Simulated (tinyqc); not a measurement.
Pump-down curve: gas flow in a process chamber: flow regimes, conductance, effective pumping speed, pump-down, outgassing and purge. Computed by tinyqc, a small Python program. Command: `OMP_NUM_THREADS=1 python tinyqc.py 3120445 3120446 out.jsonl pump walk`. One thread of a shared host (Intel(R) Xeon(R) Processor @ 2.30GHz), about 0.07 s of CPU time with the checks.

Ideal gas, isothermal flow, a pump of constant speed at the end of a round pipe; process gas, volume gas and outgassing are given the same properties. 1 sccm = 101325 Pa x 1e-6 m^3/60 s x T/273.15 K.

Inputs (values chosen for the exercise, modelled on nitrogen near room temperature):

| quantity | value | unit |
|---|---|---|
| molar mass M | 28.01 | g/mol |
| molecular diameter | 0.37 | nm |
| viscosity eta | 17.8 | micropascal s |
| temperature T | 350 | K |
| chamber volume V | 110 | L |
| wall area | 3.5 | m^2 |
| pipe diameter d | 4 | cm |
| pipe length l | 17 | cm |
| pump speed S | 64 | L/s |
| outgassing rate after 1 h | 7.7e-07 | Pa m^3/(s m^2) |
| outgassing exponent n | 1 | - |
| starting pressure p0 | 650 | Pa |

Constants: k_B = 1.380649e-23 J/K; u = 1.6605390666e-27 kg.

Method:
- Mean speed c = sqrt(8 k_B T/(pi m)); aperture conductance C_a = c pi d^2/16; molecular pipe C_m = C_a/(1 + 3 l/(4 d)) (Dushman form); viscous pipe C_v = pi d^4 p_mean/(128 eta l); Knudsen interpolation C = C_v + C_m (1 + x)/(1 + 1.24 x), x = d p_mean sqrt(m/(k_B T))/eta.
- Effective speed 1/S_eff = 1/S + 1/C_m; time constant V/S_eff; pressure at which the free path k_B T/(sqrt2 pi d_m^2 p) equals d.
- Pump-down: V dp/dt = -S_eff(p) p + q(t) A, with S_eff = S p_2/p, where p_2 solves C((p + p_2)/2) (p - p_2) = S p_2 at each moment, and q(t) = q_1 (1 h/(t + 10 s))^n; integrated adaptively. At long times p = q(t) A/S_eff.
- S_eff(p) is tabulated at 260 pressures and interpolated in ln p. Comparison columns: p0 exp(-t/time constant) with the molecular S_eff (0 below 1e-26 p0), and the outgassing limit.

time constant = 4.56933 s

S_eff in molecular flow = 24.0736 L/s

Pressure against time:

| t (s) | p (Pa) | S_eff (L/s) | volume gas only (Pa) | outgassing limit (Pa) |
|---|---|---|---|---|
| 0.3 | 5.4639e+02 | 63.641 | 6.0869e+02 | 3.9128e-02 |
| 1 | 3.6463e+02 | 63.463 | 5.2224e+02 | 3.6638e-02 |
| 3 | 1.1599e+02 | 62.341 | 3.3711e+02 | 3.1001e-02 |
| 10 | 3.9920e+00 | 38.701 | 7.2855e+01 | 2.0151e-02 |
| 30 | 4.7028e-02 | 23.697 | 9.1526e-01 | 1.0075e-02 |
| 100 | 3.8382e-03 | 24.030 | 2.0340e-07 | 3.6638e-03 |
| 300 | 1.3207e-03 | 24.058 | 0 | 1.3000e-03 |
| 1000 | 4.0093e-04 | 24.069 | 0 | 3.9902e-04 |
| 3600 | 1.1179e-04 | 24.072 | 0 | 1.1164e-04 |
| 20000 | 2.0145e-05 | 24.073 | 0 | 2.0141e-05 |
| 100000 | 4.0299e-06 | 24.074 | 0 | 4.0297e-06 |

What follows from these numbers?

From t = 100 s on the pressure is within 20 % of the outgassing limit, which falls only as (t + 10 s)^-1: walls, not volume, set the time to base pressure. Early on viscous flow raises S_eff to 63.6 L/s, 2.6 times its molecular value.
